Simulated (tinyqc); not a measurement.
Double quantum well by finite differences, step by step. Values are carried at full precision from step to step, so a last printed digit may differ when a step is redone from the rounded ones.

Finite differences on points z_i at the centres of cells of width h: H_ii = (c/h^2)(1/m_(i-1/2) + 1/m_(i+1/2)) + V_i, H_(i,i+1) = -(c/h^2)/m_(i+1/2), where m_(i+1/2) is the mean of the masses at the two points (the end values are repeated outwards), psi = 0 on the points beyond both ends, c = hbar^2/2m0. The field adds e F (z - z0) with z0 the middle of the structure; 1 kV/cm = 1e-5 eV/angstrom.

Constants: hbar^2/2m0 = 3.80998211 eV angstrom^2.

Values chosen for the exercise (near those of a strained Si well in SiGe; not measured data): layers = ((15, 0.185, 0.922), (20, 0, 0.933), (5, 0.185, 0.922), (20, 0, 0.933), (15, 0.185, 0.922)) (each layer: thickness in angstrom, band edge in eV, mass in m0); F = 99 kV/cm (field along z); h = 5 angstrom (cell width of the coarse grid); hf = 0.3125 angstrom (cell width of the fine grid).

## The coarse grid

List the points, the potential with the field, and the masses.

Grid:
```
i   z (angstrom)   V (eV)  m (m0)
1            2.5   0.1504  0.9220
2            7.5   0.1553  0.9220
3           12.5   0.1603  0.9220
4           17.5  -0.0198  0.9330
5           22.5  -0.0149  0.9330
6           27.5  -0.0099  0.9330
7           32.5  -0.0050  0.9330
8           37.5   0.1850  0.9220
9           42.5   0.0050  0.9330
10          47.5   0.0099  0.9330
11          52.5   0.0149  0.9330
12          57.5   0.0198  0.9330
13          62.5   0.2097  0.9220
14          67.5   0.2147  0.9220
15          72.5   0.2197  0.9220
```

## The tridiagonal Hamiltonian

Form the diagonal and the neighbouring elements; V in the grid already includes the field.

diagonal H_ii (eV): 0.4809  0.4859  0.4899  0.3079  0.3118  0.3168  0.3227  0.5136  0.3326  0.3366  0.3415  0.3475  0.5394  0.5453  0.5502

H_(i,i+1) (eV): -0.1653  -0.1653  -0.1643  -0.1633  -0.1633  -0.1633  -0.1643  -0.1643  -0.1633  -0.1633  -0.1633  -0.1643  -0.1653  -0.1653

## Lowest levels on the coarse grid

Diagonalise the symmetric tridiagonal matrix; give the three lowest levels and the weights u_i^2 (sum 1) of the two lowest.

levels (eV): 0.0259  0.0559  0.1323

weights on the points:
```
             1      2      3      4      5      6      7      8      9     10     11     12
level 1  0.001  0.005  0.027  0.155  0.266  0.258  0.152  0.040  0.040  0.031  0.018  0.007
level 2  0.000  0.002  0.010  0.046  0.054  0.022  0.000  0.019  0.154  0.275  0.260  0.134

            13     14     15
level 1  0.001  0.000  0.000
level 2  0.020  0.003  0.000
```

## Halving the cell width

The same with h, h/2, ..., h/32. The end points move with h, since psi vanishes half a cell beyond the structure. Richardson value (4 E(h/32) - E(h/16))/3.

Convergence:
```
cell (angstrom)  points  E1 (eV)  E2 (eV)  E1 - finest (meV)
5.0000               15  0.02591  0.05593             -3.479
2.5000               30  0.02843  0.05874             -0.953
1.2500               60  0.02913  0.05951             -0.250
0.6250              120  0.02932  0.05971             -0.064
0.3125              240  0.02937  0.05977             -0.014
0.1562              480  0.02938  0.05978              0.000
```

Richardson values of E1, E2 (eV): 0.02939  0.05979

The coarse grid is 3.5 meV too low in E1. The last differences between rows shrink by a factor 3.5 (4 for a pure h^2 error, 2 for one linear in h).

## Positions and dipoles on the fine grid

With h sum psi^2 = 1: <z - z0> of three levels, |z_12| and |z_13|, the mass m1 from 1/m1 = <1|1/m|1>, and f_1j = (m1/c)(E_j - E_1) z_1j^2.

levels (eV): 0.0294  0.0598  0.1437

<z - z0> (angstrom): -10.1  8.4  -5.0

|z_12|, |z_13| (angstrom): 7.98  3.61

m1 = 0.9320 m0

f_12, f_13: 0.474  0.365

Parity is broken, so the 1-3 transition is allowed, with 0.77 times the strength of 1-2. E2 - E1 = 30.4 meV, a wavelength of 40.8 micrometre (hc = 1239.841984 eV nm).

## Checks

- E1 at zero field on the grid h/32 against transfer matrices between the same hard ends, eV: both 0.0354.

Run: tinyqc, `OMP_NUM_THREADS=1 python tinyqc.py 1252631 1252632 out.jsonl`; Intel(R) Xeon(R) Processor @ 2.30GHz, one thread, shared host; about 0.02 s of CPU time with all checks.
